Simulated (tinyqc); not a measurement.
Spin coating of a resist or spin-on film: centrifugal thinning, evaporation and the final thickness (Emslie and Meyerhofer models): one step, computed by the program tinyqc.

A Newtonian film stays uniform over the wafer; solvent and solids have the same density and the concentration is uniform through the thickness.

Problem. The two-stage estimate. Meyerhofer estimate: flow rules until (1 - c0) K h^3 = e, then evaporation alone: h_w = (e/((1 - c0) K))^(1/3), dry film c0 h_w.

Inputs (values chosen for the exercise, of the order of those of a polymer resist in an ester solvent): solids volume fraction c0 = 0.089.

evaporation rate e = 0.3184337 micrometre/s

flow constant K = 0.008808434 1/(micrometre^2 s)

Give: wet thickness h_w; dry film, estimate; drying time (1 - c0) h_w/e.

Solution.

wet thickness h_w = 3.411 micrometre

dry film, estimate = 303.6 nm

drying time (1 - c0) h_w/e = 9.758 s
